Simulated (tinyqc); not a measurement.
Ewald sum of point charges, fcc lattice in a neutralising background, step by step. Computed by tinyqc, a small Python program that keeps every step. Command: `OMP_NUM_THREADS=1 python tinyqc.py 25085 25086 out.jsonl` (the two numbers bound the seeds that draw the settings). One thread of a shared host (Intel(R) Xeon(R) Processor @ 2.60GHz), about 0.02 s of CPU time with the checks.

## Ewald sum with eta = 0.33 1/bohr

cell vectors (rows) (bohr):
```
        1       2       3
1  0.0000  4.9900  4.9900
2  4.9900  0.0000  4.9900
3  4.9900  4.9900  0.0000
```

Charges:
```
q           f1      f2      f3
2.0000  0.0000  0.0000  0.0000
```

Real space: 1/2 sum q_i q_j erfc(eta r)/r over all images with r > 0; reciprocal space: (2 pi/V) sum_(G != 0) exp(-G^2/4 eta^2)/G^2 |S(G)|^2 with S(G) = sum q exp(i G.r); self term -eta/sqrt(pi) sum q^2; background -pi Q^2/(2 V eta^2), Q the total charge.

Real-space shells (first ones):
```
r (bohr)  pairs  sum (hartree)
7.0569       12         0.0034
9.9800        6       3.85e-06
12.2230      24       4.59e-08
14.1139      12       7.64e-11
15.7798      24              0
17.2859       8              0
```

Reciprocal shells (first ones that count):
```
G^2 (1/bohr^2)  vectors  sum (hartree)
1.1891                8         0.0444
1.5855                6         0.0101
3.1709               12       2.64e-04
4.3600               24       2.50e-05
4.7564                8       3.08e-06
6.3419                6       4.55e-08
7.5310               24       1.00e-08
7.9274               24       3.82e-09
```

## The total does not depend on eta

The same sums for other eta.

Totals (hartree per cell):
```
eta         real  reciprocal     self  background      total
0.3300    0.0034      0.0547  -0.7447     -0.2322  -0.918810
0.4770  6.57e-06      0.2688  -1.0765     -0.1111  -0.918810
0.6790  4.19e-11      0.6684  -1.5323     -0.0548  -0.918810
```

shortest distance = 7.0569 bohr
